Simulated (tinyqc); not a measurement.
# Six-transistor SRAM cell, nodal equations and margins, step by step

Numbers from tinyqc (`OMP_NUM_THREADS=1 python tinyqc.py 2340154 2340155 out.jsonl`; about 0.2 s on one thread of a shared Intel Xeon 2.30GHz). Printed values are rounded.

Two cross-coupled inverters (pull-down bn, pull-up bp) hold the nodes Q and QB; access transistors (ba, threshold VTn, gate on the word line at Vdd when selected) join them to the bit lines. Transistor (EKV form, voltages against the body): I = 2 n b Vt^2 [F(vp - Vs) - F(vp - Vd)] from drain to source, F(v) = ln^2(1 + exp(v/(2 Vt))), vp = (Vg - VT + sg |Vd - Vs|)/n. n-channel bodies are at 0; for the p-channel device all voltages are counted down from Vdd. b in uA/V^2 gives I in uA. For an access transistor the bit line is the drain and the node the source. In a read both bit lines are at Vdd. The cell is symmetric (no mismatch).

Inputs (values chosen for the exercise): temperature T = 325 K; supply voltage Vdd = 0.5 V; slope factor n = 1.11; drain-induced barrier lowering sg = 0.113; n-channel threshold VTn = 0.43 V; p-channel threshold (magnitude) VTp = 0.29 V; gain factor of the pull-down transistor bn = 610 uA/V^2; gain factor of the access transistor ba = 410 uA/V^2; gain factor of the pull-up transistor bp = 250 uA/V^2.

Constants: q = 1.602176634e-19 C, kB = 1.380649e-23 J/K, Vt = kB T/q. Results are converted to the units shown.

## Iteration 1: node voltages in a read by Newton steps

(Q, QB) at the start (V): Q 0.000000, QB 0.500000

F1 = In(gate QB, drain Q) - Ip(gate QB, drain Q) - Ia(bit line, Q), F2 the same with Q and QB exchanged; J by central differences with +/- 1e-6 V; solve J d = -F, limit each component to +/- 0.15 V and add.

F1, F2 (uA): -3.32331  0.00001

J (uS):
```
	Q	QB
F1	93.8778	0.0074
F2	0.0002	51.2718
```

(Q, QB) after iteration 1 (V): Q 0.035400, QB 0.500000

## Iteration 2: node voltages in a read by Newton steps

As before.

F1, F2 (uA): -0.596648  0.000009

J (uS):
```
	Q	QB
F1	61.1685	16.1818
F2	0.0007	42.0256
```

(Q, QB) after iteration 2 (V): Q 0.045155, QB 0.499999

## Course of the iteration: node voltages in a read by Newton steps

Stop when the largest change of (Q, QB) is below 1e-9 V, or after 30 iterations. The rule counts as met only at the stable state with Q low.

Course of the iteration:
```
iteration	Q (V)	largest |change| of one entry (V)
1	0.0354004	0.0354
2	0.0451547	9.75e-3
3	0.0458796	7.25e-4
4	0.0458835	3.84e-6
5	0.0458835	1.07e-10
```

Converged in 5 iterations. At the end the number of correct digits about doubles with each step.

## Read current and disturbance

(Q, QB) (V): Q 0.0458835, QB 0.499999

Iread = Ia(bit line at Vdd, source Q); cell ratio bn/ba; time to pull a bit line of 20 fF down by 0.1 V at that current.

Iread = 1.42233 uA
cell ratio = 1.48780
time = 1406.15 ps

The read lifts the low node to 45.9 mV, against a balance point of 299 mV.

## The largest square in the read butterfly

c, point 0 to 6 (V): 0.066  0.11  0.15  0.19  0.22  0.24  0.26

f(x) is the node voltage of one half-cell in a read for input x (In - Ip - Ia = 0). Static noise margin: side of the largest square between the curve (x, f(x)) and its mirror image (f(y), y); with h(c) the root x of f(x) - x = c, it is the maximum over c > 0 of h(c) - h(-c) + c.

```
point	h(c) (V)	h(-c) (V)	side (V)
0	0.292067	0.306823	0.051245
1	0.287197	0.314813	0.082385
2	0.281853	0.326880	0.104973
3	0.273611	0.344145	0.119466
4	0.262583	0.359358	0.123225
5	0.251197	0.370083	0.121114
6	0.236194	0.381080	0.115114
```

The maximum over c is 123.2 mV, the read margin; with the word line off (no Ia) the same construction gives 169.2 mV.
